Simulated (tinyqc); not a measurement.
Hot electrons in a saturated n-channel MOSFET, lucky-electron model: two steps of the calculation.

Beyond pinch-off the lateral field grows as Esat cosh(y/l) over the velocity-saturated region (pseudo-two-dimensional model). Impact ionisation in this region gives the substrate current, which biases the body forward through Rsub. Currents are per width. Local-field laws: they overstate ionisation when the field peak is narrower than an energy relaxation length.

Parameters, values chosen for the exercise; values close to those of silicon n-channel devices: channel length L = 0.5 um; oxide thickness tox = 9.4 nm; junction depth xj = 200 nm; effective mobility mu = 420 cm^2/(V s); saturation velocity vs = 7.4e6 cm/s; hot-electron mean free path lm = 7 nm; oxide barrier pb = 3.2 V; prefactor of the gate current Cg = 0.0022; lifetime exponent m = 2.7; lifetime constant Hl = 570 s uA/um.

Constants: eps0 = 8.8541878128e-14 F/cm where lengths are in cm. Results are converted to the units shown.

Task 1. Length and field scales. Cox = 3.9 eps0/tox, l = sqrt(3 tox xj), Esat = 2 vs/mu.

Give: Cox; l; Esat; Esat L.

Result 1.

Cox = 0.36735 uF/cm^2
l = 75.100 nm
Esat = 0.035238 MV/cm
Esat L = 1.7619 V

Task 2. Gate current, lifetime and channel shortening. Ig = Cg Id exp(-pb/(lm Em)); lifetime tau = (Hl/Id)(Isub/Id)^(-m); length of the saturated region dL = l ln[(dV/l + Em)/Esat]. 1 year = 3.15576e7 s.

Id = 251.80875 uA/um
dV = 2.4035432 V
Em = 0.32198005 MV/cm
Isub = 3.3889351 uA/um
l = 75.099933 nm
Esat = 0.035238095 MV/cm

Give: Isub/Id; Ig; tau; dL.

Result 2.

Isub/Id = 0.013458
Ig = 0.37795 pA/um
tau = 0.0080802 years
dL = 217.98 nm

The lifetime misses ten years.

Computed by the program tinyqc: `OMP_NUM_THREADS=1 python tinyqc.py 2550090 2550091 out.jsonl`, one thread of a shared Intel Xeon 2.30GHz, about 0.01 s for the whole run.
